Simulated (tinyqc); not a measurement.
Threshold-voltage variability of a planar MOSFET, analytic estimates: two steps of the calculation.

Three independent sources add in quadrature: random dopants in the depleted layer, metal-gate grains of two orientations, and roughness of the two gate edges acting through the roll-off VT = VT(long) - Vr exp(-L/l). These are first-order estimates: no three-dimensional electrostatics, no percolation.

Parameters, values chosen for the exercise; material values those of a made-up semiconductor: temperature T = 300 K; band gap Eg = 0.929 eV; relative permittivity of the semiconductor eps_r = 10.5; conduction-band density of states at T Nc = 2.81e19 cm^-3; valence-band density of states at T Nv = 3.41e19 cm^-3; channel doping Na = 4.5e18 cm^-3; oxide-equivalent thickness in inversion ti = 1.6 nm; gate length L = 32 nm; gate width W = 53 nm; number of cells Nb = 8388608; wanted yield Y = 0.99.

Constants: q = 1.602176634e-19 C, kB = 1.380649e-23 J/K, Vt = kB T/q, eps0 = 8.8541878128e-14 F/cm where lengths are in cm. Results are converted to the units shown.

Problem 1. Random dopants. ni = sqrt(Nc Nv) exp(-Eg/(2 Vt)), Eg in volts; Cox = 3.9 eps0/ti; Wd = sqrt(4 eps0 eps_r Vt ln(Na/ni)/(q Na)); dopants: s1 = (q/Cox) sqrt(Na Wd/(3 L W)). The slope A1 = s1 sqrt(L W); mean number of dopants Na L W Wd.

Find: Cox; Wd; mean number of dopants; A1; s1.

Solution 1.

Cox = 2.1582 uF/cm^2
Wd = 14.624 nm
mean number of dopants = 111.61
A1 = 1.0995 mV um
s1 = 26.699 mV

Counting alone, 1/sqrt(N) of the depletion voltage q Na Wd/Cox = 489 mV, would give sqrt(3) times more: dopants deep in the layer act less on the surface.

Problem 2. Margin in standard deviations for the wanted yield. Cells fail independently with probability Q(k) = erfc(k/sqrt(2))/2 when the margin is k standard deviations, and Y = exp(-Nb Q(k)). phi = exp(-k^2/2)/sqrt(2 pi). Newton steps on ln Q(k) = ln(-ln(Y)/Nb): k(new) = k + [ln Q - ln(-ln(Y)/Nb)] Q/phi.

k at the start = 3

Give: Q(k); phi; k after iteration 1.

Solution 2.

Q(k) = 0.001350
phi = 0.004432
k after iteration 1 = 7.244

tinyqc, about 0.01 s, one thread, Intel Xeon 2.30GHz (shared host): `OMP_NUM_THREADS=1 python tinyqc.py 2090137 2090138 out.jsonl`
